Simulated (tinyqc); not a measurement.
Free and nearly free electrons in a metal: sweeps and comparisons. A value that a table varies takes the place of the one given here.

The cubic cell holds 2 atoms: n = 2 z/a^3, kF = (3 pi^2 n)^(1/3), EF = c kF^2/m, vF = 2 c kF/(m hbar), c = hbar^2/2m0; rs = (3/(4 pi n))^(1/3)/a0; D(EF) = 3 n/(2 EF).

Two plane waves k and k - G, G = (110) (2 pi/a): H = [[c k^2/m, V], [V, c (k - G)^2/m]] with c = hbar^2/2m0.

Square wire of width w with grain size w: rho/rho0 = 1/(1 - 3 al/2 + 3 al^2 - 3 al^3 ln(1 + 1/al)) + (3/4) (1 - p) l/w, with al = (l/w) Rg/(1 - Rg) (Mayadas-Shatzkes plus the thick-wire form of Fuchs-Sondheimer); l = hbar kF/(n e^2 rho), e = 1.602176634e-19 C.

Constants: hbar^2/2m0 = 3.80998211 eV angstrom^2; hbar = 6.58211957e-16 eV s; a0 (Bohr radius) = 0.5291772105 angstrom.

Inputs chosen for the exercise (near those of Li; shifted at random, so the results belong to these values and not to a real crystal):
- a = 3.489 angstrom (bcc lattice constant)
- z = 1 (free electrons an atom)
- m = 1 m0 (mass)
- rho = 9.89 micro-ohm cm (bulk resistivity)
- p = 0.2 (specularity of the surfaces)
- Rg = 0.53 (reflection at grain boundaries)
- w = 20 nm (wire width)

## When the Fermi surface touches the face

On the face the lower band is E = c (G^2/4 + q^2)/m - V, q along the face. EF is held at its free value. A neck opens where EF > c G^2/(4m) - V, with radius q; the second band fills where EF > c G^2/(4m) + V.

Necks:
```
V (eV)  lower band at the face centre (eV)  neck radius (1/angstrom)  radius/kF
0.2                                  5.978                         -          -
0.5                                  5.678                         -          -
0.8                                  5.378                         -          -
1.1                                  5.078                         -          -
1.4                                  4.778                         -          -
1.8                                  4.378                    0.3146      0.282
2.2                                  3.978                    0.4516      0.404
2.6                                  3.578                    0.5558      0.498
```

EF = 4.755 eV
c G^2/(4m) = 6.178 eV

What does this show, and why?

Contact needs V > 1.423 eV. It is first met at V = 1.8 eV of those listed, and the radius then grows as the square root of the excess, to 0.498 kF at 2.6 eV. EF is held at its free value here; a count of states lowers it as V grows, strongly for V of an eV or more, so the threshold is a lower bound, the radii are upper bounds, and some necks may vanish.

## Resistivity of narrow wires

Wires:
```
w (nm)     al  grain term (factor - 1)  surface term  rho (micro-ohm cm)
200     0.056                    0.082         0.030               10.99
100     0.111                    0.162         0.059               12.07
50      0.222                    0.318         0.118               14.21
30      0.370                    0.523         0.197               17.01
20      0.556                    0.776         0.296               20.49
14      0.794                    1.099         0.422               24.94
10      1.111                    1.528         0.591               30.85
7       1.588                    2.167         0.845               39.68
```

l = 9.85 nm

What can be read from the table?

At 7 nm the resistivity is 4.01 times the bulk value; grain boundaries add more (2.17 from grains, 0.84 from surfaces). It passes twice the bulk value between 30 and 20 nm. The surface formula is meant for w above l = 10 nm, so the rows below that are rough.

## What sets the wire resistivity

All results formed anew. Each row changes one parameter from the base and keeps the others.

Results:
```
case                       EF (eV)  l (nm)  wire rho (micro-ohm cm)
base                         4.755    9.85                   20.493
a = 3.594 angstrom           4.481   10.46                   21.129
m = 1.2 m0                   3.963    9.85                   20.493
rho = 11.868 micro-ohm cm    4.755    8.21                   22.508
p = 0.5                      4.755    9.85                   19.397
Rg = 0.371                   4.755    9.85                   16.900
w = 14 nm                    4.755    9.85                   24.941
```

What does this show?

The largest shifts from the base row, up to three for each result and ties (the steps differ in size, so this ranks the rows, not the parameters). EF (eV): m -0.793, a -0.274; unchanged at the printed digits by rho, p, Rg and w. l (nm): rho -1.64, a +0.60; unchanged at the printed digits by m, p, Rg and w. wire rho (micro-ohm cm): w +4.448, Rg -3.594, rho +2.014; unchanged at the printed digits by m. The mass drops out of l at given rho, because vF falls and tau rises by the same factor.

Computed by tinyqc, a small Python program: `OMP_NUM_THREADS=1 python tinyqc.py 1680449 1680450 out.jsonl` (the numbers bound the seed that draws the inputs); one thread of a shared host (Intel(R) Xeon(R) Processor @ 2.30GHz), about 0.01 s for the whole set of steps.
